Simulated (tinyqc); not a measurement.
Tight binding, dimerised chain, step by step. One step of it, computed by the program tinyqc.

Question. Open chain of 5 cells. The same hoppings without the wrap-around bond.

H of the open chain (eV), lower triangle:
```
            1          2          3          4          5          6          7          8
1    0.000000
2   -0.600000   0.000000
3    0.000000  -0.350000   0.000000
4    0.000000   0.000000  -0.600000   0.000000
5    0.000000   0.000000   0.000000  -0.350000   0.000000
6    0.000000   0.000000   0.000000   0.000000  -0.600000   0.000000
7    0.000000   0.000000   0.000000   0.000000   0.000000  -0.350000   0.000000
8    0.000000   0.000000   0.000000   0.000000   0.000000   0.000000  -0.600000   0.000000
9    0.000000   0.000000   0.000000   0.000000   0.000000   0.000000   0.000000  -0.350000
10   0.000000   0.000000   0.000000   0.000000   0.000000   0.000000   0.000000   0.000000

            9        10
9    0.000000
10  -0.600000  0.000000
```

Give: levels; weights of the highest filled level on the sites.

Answer.

levels (eV): -0.9159  -0.8174  -0.6664  -0.4857  -0.3209  0.3209  0.4857  0.6664  0.8174  0.9159

weights of the highest filled level on the sites: 0.0964  0.0276  0.1444  0.0900  0.1416  0.1416  0.0900  0.1444  0.0276  0.0964

The bulk gap runs from -0.2500 to 0.2500 eV; no level of this chain lies inside it.
